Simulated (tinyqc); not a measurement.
# Reverse leakage of an n+-p junction: diffusion, generation, trap-assisted and band-to-band tunnelling: effects of single changes

One-sided abrupt junction in the depletion approximation, x from the junction (0) to W on the p side, field F = F0 (1 - x/W). Flat quasi-Fermi levels, long p side. Traps generate through SRH with both lifetimes shortened by 1 + Gamma (Hurkx enhancement, form for moderate fields); band-to-band generation is local and needs a total bending above Eg.

Values chosen for this exercise; band and dielectric values close to those of silicon: temperature T = 300 K; band gap Eg = 1.1 eV; relative permittivity eps_r = 11.7; conduction-band density of states at T Nc = 2.78e19 cm^-3; valence-band density of states at T Nv = 2.62e19 cm^-3; acceptor density of the lighter side Na = 6.5e17 cm^-3; donor density of the heavier side Nd = 1e20 cm^-3; SRH lifetime of both carriers at zero field tau = 1e-6 s; trap level above the intrinsic level Et = 0 eV; tunnelling mass mt = 0.23 m0; electron diffusion coefficient on the lighter side Dn = 18 cm^2/s; band-to-band prefactor Ab = 2.1e14 cm^-0.5 V^-2.5 s^-1; band-to-band field constant Bb = 1.91e7 V/cm; reverse bias VR = 0.9 V.

Constants: q = 1.602176634e-19 C, kB = 1.380649e-23 J/K, hbar = 1.054571817e-34 J s, m0 = 9.1093837015e-31 kg, Vt = kB T/q, eps0 = 8.8541878128e-14 F/cm where lengths are in cm. Results are converted to the units shown.

Each table varies one quantity; the others keep the values above.

## Leakage components against the trap level above the intrinsic level

ni = sqrt(Nc Nv) exp(-Eg/(2 Vt)), Eg in volts; Vbi = Vt ln(Na Nd/ni^2); W = sqrt(2 eps0 eps_r (Vbi + VR)/(q Na)); F0 = 2 (Vbi + VR)/W; FG = sqrt(24 mt m0 (kB T)^3)/(q hbar); J_diff = q ni^2 sqrt(Dn/tau)(1 - exp(-VR/Vt))/Na. u = (Vbi + VR)(1 - x/W)^2, p = Na exp(-u/Vt), n = Nd exp((u - Vbi - VR)/Vt); G0 = ni^2 (1 - exp(-VR/Vt))/(tau (n + p + 2 ni cosh(Et/Vt))); Gamma = 2 sqrt(3 pi)(F/FG) exp((F/FG)^2); trap-assisted part G0 Gamma; G_bb = Ab F^2.5 exp(-Bb/F) with F in V/cm, zero unless Vbi + VR > Eg, and counted as zero under 1 cm^-3 s^-1. Currents are q times the integrals over 0 to W; J_bb under 1e-8 of J is printed as 0; rows with F0/FG above 2.2, beyond the range of this Gamma, are left out.

The same in every row: F0 (kV/cm) = 624; F0/FG = 1.76; J_diff (A/cm^2) = 2.53e-13; J_bb (A/cm^2) = 9.42e-11.

Result of one run:

| Et (eV) | J_SRH (A/cm^2) | J_TAT (A/cm^2) | J (A/cm^2) | largest part |
|---|---|---|---|---|
| 0 | 2.84e-9 | 9.50e-8 | 9.79e-8 | trap-assisted tunnelling |

What becomes of these results when the trap level above the intrinsic level Et is changed from 0 to 0.2 eV, all else the same?

Result of the changed run:

| Et (eV) | J_SRH (A/cm^2) | J_TAT (A/cm^2) | J (A/cm^2) | largest part |
|---|---|---|---|---|
| 0.2 | 3.61e-12 | 1.25e-10 | 2.23e-10 | trap-assisted tunnelling |

The whole series:

| Et (eV) | J_SRH (A/cm^2) | J_TAT (A/cm^2) | J (A/cm^2) | largest part |
|---|---|---|---|---|
| -0.3 | 9.11e-14 | 3.19e-12 | 9.77e-11 | band-to-band tunnelling |
| -0.2 | 3.61e-12 | 1.25e-10 | 2.23e-10 | trap-assisted tunnelling |
| -0.1 | 1.42e-10 | 4.83e-9 | 5.06e-9 | trap-assisted tunnelling |
| 0 | 2.84e-9 | 9.50e-8 | 9.79e-8 | trap-assisted tunnelling |
| 0.1 | 1.42e-10 | 4.83e-9 | 5.06e-9 | trap-assisted tunnelling |
| 0.2 | 3.61e-12 | 1.25e-10 | 2.23e-10 | trap-assisted tunnelling |
| 0.3 | 9.11e-14 | 3.19e-12 | 9.77e-11 | band-to-band tunnelling |

J goes from 9.77e-11 through a maximum of 9.79e-8 (at Et = 0 among the rows listed) to 9.77e-11 A/cm^2. Band-to-band tunnelling leads at Et = -0.3, trap-assisted tunnelling from -0.2, band-to-band tunnelling from 0.3 on.

## Leakage components against the acceptor density of the lighter side

Same model as above.

Result of one run:

| Na (cm^-3) | F0 (kV/cm) | F0/FG | J_diff (A/cm^2) | J_SRH (A/cm^2) | J_TAT (A/cm^2) | J_bb (A/cm^2) | J (A/cm^2) | largest part |
|---|---|---|---|---|---|---|---|---|
| 1.3e17 | 276 | 0.780 | 1.26e-12 | 6.54e-9 | 2.68e-8 | 0 | 3.33e-8 | trap-assisted tunnelling |

What becomes of these results when the acceptor density of the lighter side Na is changed from 1.3e17 to 1e16 cm^-3, all else the same?

Result of the changed run:

| Na (cm^-3) | F0 (kV/cm) | F0/FG | J_diff (A/cm^2) | J_SRH (A/cm^2) | J_TAT (A/cm^2) | J_bb (A/cm^2) | J (A/cm^2) | largest part |
|---|---|---|---|---|---|---|---|---|
| 1e16 | 75.2 | 0.213 | 1.64e-11 | 2.48e-8 | 2.06e-8 | 0 | 4.54e-8 | SRH generation |

The whole series:

| Na (cm^-3) | F0 (kV/cm) | F0/FG | J_diff (A/cm^2) | J_SRH (A/cm^2) | J_TAT (A/cm^2) | J_bb (A/cm^2) | J (A/cm^2) | largest part |
|---|---|---|---|---|---|---|---|---|
| 1e16 | 75.2 | 0.213 | 1.64e-11 | 2.48e-8 | 2.06e-8 | 0 | 4.54e-8 | SRH generation |
| 2.4e16 | 117 | 0.331 | 6.84e-12 | 1.57e-8 | 2.12e-8 | 0 | 3.69e-8 | trap-assisted tunnelling |
| 5.6e16 | 180 | 0.509 | 2.93e-12 | 1.01e-8 | 2.27e-8 | 0 | 3.29e-8 | trap-assisted tunnelling |
| 1.3e17 | 276 | 0.780 | 1.26e-12 | 6.54e-9 | 2.68e-8 | 0 | 3.33e-8 | trap-assisted tunnelling |
| 3.2e17 | 436 | 1.23 | 5.13e-13 | 4.10e-9 | 4.17e-8 | 0 | 4.58e-8 | trap-assisted tunnelling |
| 7.5e17 | 671 | 1.90 | 2.19e-13 | 2.64e-9 | 1.23e-7 | 9.53e-10 | 1.27e-7 | trap-assisted tunnelling |

J goes from 4.54e-8 through a minimum of 3.29e-8 (at Na = 5.6e16 among the rows listed) to 1.27e-7 A/cm^2. SRH generation leads at Na = 1e16, trap-assisted tunnelling from 2.4e16 on. The ratio J_TAT/J_SRH goes from 0.833 to 46.7 as F0/FG goes from 0.213 to 1.90.

Range of the model: The n+ side is degenerate, so Vbi from Boltzmann statistics is only a guide.

Computed by the program tinyqc: `OMP_NUM_THREADS=1 python tinyqc.py 2290140 2290141 out.jsonl`, one thread of a shared Intel Xeon 2.30GHz, about 0.01 s for the whole run.
